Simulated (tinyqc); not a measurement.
# Input admittance of a MOSFET at zero drain bias: distributed channel and distributed gate, step by step

Numbers from tinyqc (`OMP_NUM_THREADS=1 python tinyqc.py 2262077 2262078 out.jsonl`; about 0.01 s on one thread of a shared Intel Xeon 2.30GHz). Printed values are rounded.

Source and drain grounded, strong inversion, w = 2 pi f, Cox = eps0 eox/tox. The channel is an RC line of resistance 1/(mu Cox Vo) per square fed from both ends, so one finger has the intrinsic admittance y = i w Cox L tanh(g)/g per width, g = (1/2) sqrt(i w tau), tau = L^2/(mu Vo). The vertical resistance rv/L is in series with y, the overlaps 2 i w Cov in parallel: y_t = 1/(1/y + rv/L) + 2 i w Cov. The gate strip is a line of Rsh/L per length loaded by y_t, so a finger has Y = y_t Wf tanh(k)/k, k = (Wf/sd) sqrt(y_t Rsh/L); the device has Nf Y.

Values chosen for this exercise; values of the order met in silicon radio-frequency transistors: relative permittivity of the gate insulator (close to aluminium oxide) eox = 9.12; insulator thickness tox = 12 nm; channel length L = 0.78 um; finger width Wf = 8.7 um; number of fingers Nf = 64; channel mobility mu = 210 cm^2/(V s); gate overdrive Vo = 0.51 V; sheet resistance of the gate Rsh = 5.4 ohm/square; vertical resistivity of the gate stack rv = 3.3 ohm um^2; number of ends at which a finger is contacted sd = 1; overlap and fringe capacitance on each side Cov = 0.25 fF/um; frequency f = 34 GHz.

Constants: eps0 = 8.8541878128e-14 F/cm where lengths are in cm. Results are converted to the units shown.

## Low-frequency resistances and capacitance

Low-frequency limits, with c = Cox L and ct = c + 2 Cov: R_strip = Rsh Wf/(3 sd^2 L Nf), R_ch = (c/ct)^2 L/(12 mu Cox Vo Wf Nf), R_vert = (c/ct)^2 rv/(L Wf Nf), C = ct Wf Nf.

parts (ohm): strip 0.313702, channel 1.35029, vertical 0.00633410
sum = 1.67033 ohm
C = 3200.91 fF
1/(2 pi R C) = 29.7677 GHz

The channel term is the largest, 80.8 % of the sum.

## Admittance of the channel and stack per width

tau, g, c = Cox L, y and y_t as defined.

tau = 56.8067 ps
g = 1.23164+1.23164i
c = 5.24876 fF/um
y = 461.049+572.284i uS/um
y_t = 461.529+676.868i uS/um

w tau = 12.1, and Im y is 0.510 of w c.

## Input impedance of the device

k and Y as defined; Z = 1/(Nf Y) = R + 1/(i w C); Q = |Im Z|/R; signal at the point farthest from a contact |1/cosh k|.

k = 0.579282+0.306141i
Nf Y = 271.328+319.630i mS
R = 1.54354 ohm
C = 2574.35 fF
Q = 1.17802
signal at the far point = 0.882508

R is 7.6 % below its low-frequency limit and C is 20 % below its own.
